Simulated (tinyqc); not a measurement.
Three-level Kane dispersion of a narrow-gap semiconductor: one step. The three bands at one k. Five cases, with inputs chosen for the exercise.

Question. Expand the equation into E^3 + a2 E^2 + a1 E + a0 = 0 and give its roots; compare with the two-level form (Dso to infinity) E = Eg/2 +/- sqrt(Eg^2/4 + (2/3) P^2 k^2).

Zero of energy at Gamma8, c = hbar^2/2m0, P^2 = Ep c. The free-electron term and remote bands are left out, so the heavy holes are flat at E = 0 and the other three bands obey E (E - Eg)(E + Dso) = P^2 k^2 (E + 2 Dso/3). The conduction band is the highest root; its edge is Ec = max(Eg, 0).

Constants: hbar^2/2m0 = 3.80998211 eV angstrom^2.

Give: P^2 k^2; a2, a1, a0; roots; two-level form.

Case 1.

Values chosen (a narrow-gap II-VI alloy; shifted at random, so the results belong to these values and not to a real crystal): Eg = 0.105 eV (E(Gamma6) - E(Gamma8)); Dso = 1.01 eV (spin-orbit splitting); Ep = 18.4 eV (Kane energy); k = 0.013 1/angstrom (wave vector).

Answer.

P^2 k^2 = 0.011848 eV^2

a2, a1, a0: 0.905000  -0.117898  -0.007977

roots (eV): -1.0136  -0.0497  0.1583

two-level form (eV): -0.0507  0.1557

The two-level form misses the highest root by -2.6 meV. The order is normal: Gamma6 forms the conduction band.

Case 2.

Values chosen (near those of GaSb; shifted at random, so the results belong to these values and not to a real crystal): Eg = 0.848 eV (E(Gamma6) - E(Gamma8)); Dso = 0.74 eV (spin-orbit splitting); Ep = 27.6 eV (Kane energy); k = 0.016 1/angstrom (wave vector).

Answer.

P^2 k^2 = 0.026920 eV^2

a2, a1, a0: -0.108000  -0.654440  -0.013280

roots (eV): -0.7457  -0.0204  0.8741

two-level form (eV): -0.0207  0.8687

The two-level form misses the highest root by -5.4 meV. The order is normal: Gamma6 forms the conduction band.

Case 3.

Values chosen (near those of InAs; shifted at random, so the results belong to these values and not to a real crystal): Eg = 0.402 eV (E(Gamma6) - E(Gamma8)); Dso = 0.4 eV (spin-orbit splitting); Ep = 21.8 eV (Kane energy); k = 0.024 1/angstrom (wave vector).

Answer.

P^2 k^2 = 0.047841 eV^2

a2, a1, a0: -0.002000  -0.208641  -0.012758

roots (eV): -0.4213  -0.0623  0.4857

two-level form (eV): -0.0679  0.4699

The two-level form misses the highest root by -15.8 meV. The order is normal: Gamma6 forms the conduction band.

Case 4.

Values chosen (near those of grey Sn; shifted at random, so the results belong to these values and not to a real crystal): Eg = -0.428 eV (E(Gamma6) - E(Gamma8)); Dso = 0.81 eV (spin-orbit splitting); Ep = 22.7 eV (Kane energy); k = 0.016 1/angstrom (wave vector).

Answer.

P^2 k^2 = 0.022141 eV^2

a2, a1, a0: 1.238000  0.324539  -0.011956

roots (eV): -0.8292  -0.4414  0.0327

two-level form (eV): -0.4601  0.0321

The two-level form misses the highest root by -0.6 meV. The order is inverted: the band that would be the light hole curves upward from Gamma8 and touches the heavy holes, so there is no gap.

Case 5.

Values chosen (a gap close to zero; shifted at random, so the results belong to these values and not to a real crystal): Eg = -0.029 eV (E(Gamma6) - E(Gamma8)); Dso = 0.97 eV (spin-orbit splitting); Ep = 19.6 eV (Kane energy); k = 0.04 1/angstrom (wave vector).

Answer.

P^2 k^2 = 0.119481 eV^2

a2, a1, a0: 0.999000  -0.091351  -0.077264

roots (eV): -1.0139  -0.2687  0.2836

two-level form (eV): -0.2971  0.2681

The two-level form misses the highest root by -15.5 meV. The order is inverted: the band that would be the light hole curves upward from Gamma8 and touches the heavy holes, so there is no gap.

Computed by tinyqc, one run a case: `OMP_NUM_THREADS=1 python tinyqc.py N N+1 out.jsonl` with N = 1050612, 1050652, 1050655, 1050719, 1050863; one thread of a shared Intel(R) Xeon(R) Processor @ 2.30GHz, about 0.01 s a run at most.
